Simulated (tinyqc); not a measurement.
Ten-year voltage from two stress tests.

Problem. Lifetimes follow tau = t0 exp(B/Vd). Ten years are 3.15576e8 s. Find B, t0 and the drain voltage for ten years.

lifetimes at Vd = 5.9 and 6.6 V (s): [1.8e5, 58000.1325]

Answer. ln(tau) is linear in 1/Vd.

B = 63.0 V
t0 = 4.15 s
ten-year voltage = 3.47 V

tinyqc, about 0.01 s, one thread, Intel Xeon 2.30GHz (shared host): `OMP_NUM_THREADS=1 python tinyqc.py 2550024 2550025 out.jsonl`
